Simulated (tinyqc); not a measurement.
p-type polysilicon, carrier trapping at grain boundaries: one step of the calculation.

One-dimensional grains of size Lg, uniform ionised doping N, monovalent traps Qt at each boundary at a depth Et below (for electrons) or above (for holes) the band edge there, abrupt depletion of width W on each side of a boundary, Boltzmann statistics. xi is the distance from the band edge at the grain centre to the Fermi level. Trapped charge Qt/(1 + exp((xi + VB - Et)/Vt)) = 2 N W, barrier VB = q N W^2/(2 eps0 eps_r).

Question. Resistivity and effective mobility. n0 = NB exp(-xi/Vt); mean density n0 (1 - 2 W/Lg) by charge balance in a partly depleted grain, and n0 (sqrt(pi)/2) erf(u)/u with u = sqrt(VB/Vt) in a fully depleted one; v = sqrt(kB T/(2 pi ms m0)); barrier resistivity Vt exp(VB/Vt)/(q fe n0 v Lg); grain resistivity (1 - 2 W/Lg)/(q n0 mug); effective mobility 1/(q mean density total resistivity).

Values chosen for this exercise; values of the order met in polycrystalline silicon:
```
symbol    value        unit                                 meaning
T           350           K                             temperature
NB      3.34e19       cm^-3     valence-band density of states at T
Lg           80          nm                              grain size
ms         0.48          m0            mass for thermionic emission
fe            1              correction factor of the emission rate
mug         150  cm^2/(V s)              mobility inside the grains
```

Constants: q = 1.602176634e-19 C, kB = 1.380649e-23 J/K, m0 = 9.1093837015e-31 kg, Vt = kB T/q. Results are converted to the units shown.

W = 6.9800676 nm
xi = 0.12496874 V
VB = 0.019968293 V

Wanted: n0; mean density; v; barrier resistivity; grain resistivity; resistivity; effective mobility.

Answer.

n0 = 5.300e17 cm^-3
mean density = 4.375e17 cm^-3
v = 4.194e6 cm/s
barrier resistivity = 0.02052 ohm cm
grain resistivity = 0.06481 ohm cm
resistivity = 0.08533 ohm cm
effective mobility = 167.2 cm^2/(V s)

The resistivity is 1.09 times that of a single crystal with the same N and mobility mug, and the mean density is 82.5 % of N. The effective mobility exceeds mug only because drift through the depleted grain is left out.

Program tinyqc, `OMP_NUM_THREADS=1 python tinyqc.py 2830184 2830185 out.jsonl`; Intel Xeon 2.30GHz, shared host, one thread, about 0.01 s.
